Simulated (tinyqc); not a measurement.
From results back to parameters: two electrons on one impurity (helium-like model). Four cases, with inputs chosen for the exercise.

Problem. With equal orbitals the first electron is bound by Ha* Z^2/2 and the second by Ha* [(Z - 5/16)^2 - Z^2/2]. Both were computed from hidden Z and Ha*.

Find: (Z - 5/16)/Z; Z; Ha*.

Method. The sum of the two over twice the first is ((Z - 5/16)/Z)^2.

Case 1.

binding of the first and second electron (meV): 27.9023  11.8258

Solution.

(Z - 5/16)/Z = 0.8438
Z = 2.00
Ha* = 14.0 meV

Case 2.

binding of the first and second electron (meV): 206.9628  109.9490

Solution.

(Z - 5/16)/Z = 0.8750
Z = 2.50
Ha* = 66.2 meV

Case 3.

binding of the first and second electron (meV): 123.5105  52.3472

Solution.

(Z - 5/16)/Z = 0.8438
Z = 2.00
Ha* = 61.8 meV

Case 4.

binding of the first and second electron (meV): 292.5867  177.0251

Solution.

(Z - 5/16)/Z = 0.8958
Z = 3.00
Ha* = 65.0 meV

Computed by tinyqc, one run a case: `OMP_NUM_THREADS=1 python tinyqc.py N N+1 out.jsonl` with N = 1252507, 1252560, 1252733, 1280391; one thread of a shared Intel(R) Xeon(R) Processor @ 2.30GHz, about 0.05 s a run at most.
